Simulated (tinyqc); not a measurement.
Empty-lattice bands from Gamma to X: Brillouin zone and empty-lattice bands of the fcc structure.

Primitive vectors a (0,1/2,1/2), a (1/2,0,1/2), a (1/2,1/2,0); one atom. Reciprocal vectors obey a_i.b_j = 2 pi delta_ij; k is given in units of 2 pi/a. Empty-lattice levels are c0 (2 pi/a)^2 |k + G|^2, c0 = hbar^2/2m0. Points: X = (1, 0, 0), L = (0.5, 0.5, 0.5), K = (0.75, 0.75, 0), W = (1, 0.5, 0), U = (1, 0.25, 0.25).

Constants: hbar^2/2m0 = 3.80998211 eV angstrom^2.

Parameters, chosen for this exercise (out of a larger set: lattice near that of Ag; not measured data): a = 4.091 angstrom (lattice constant).

k = f x X; the eight lowest levels, degenerate ones repeated.

Levels (eV):

| f | 1 | 2 | 3 | 4 | 5 | 6 | 7 | 8 |
|---|---|---|---|---|---|---|---|---|
| 0.000 | 0.00 | 26.96 | 26.96 | 26.96 | 26.96 | 26.96 | 26.96 | 26.96 |
| 0.167 | 0.25 | 24.22 | 24.22 | 24.22 | 24.22 | 30.21 | 30.21 | 30.21 |
| 0.333 | 1.00 | 21.97 | 21.97 | 21.97 | 21.97 | 24.96 | 33.95 | 33.95 |
| 0.500 | 2.25 | 20.22 | 20.22 | 20.22 | 20.22 | 20.22 | 38.20 | 38.20 |
| 0.667 | 3.99 | 15.98 | 18.97 | 18.97 | 18.97 | 18.97 | 39.94 | 39.94 |
| 0.833 | 6.24 | 12.23 | 18.22 | 18.22 | 18.22 | 18.22 | 42.19 | 42.19 |
| 1.000 | 8.99 | 8.99 | 17.97 | 17.97 | 17.97 | 17.97 | 44.94 | 44.94 |

Band 1 is the parabola f^2 x 8.99 eV. The next levels start from the first shell of G at 26.96 eV; a branch falls at first if its G has a component against k, and branches cross. The second level ends at 8.99 eV and meets band 1 at the zone surface.

Run: tinyqc, `OMP_NUM_THREADS=1 python tinyqc.py 1880074 1880075 out.jsonl`; Intel(R) Xeon(R) Processor @ 2.30GHz, one thread, shared host; about 0.01 s of CPU time with all checks.
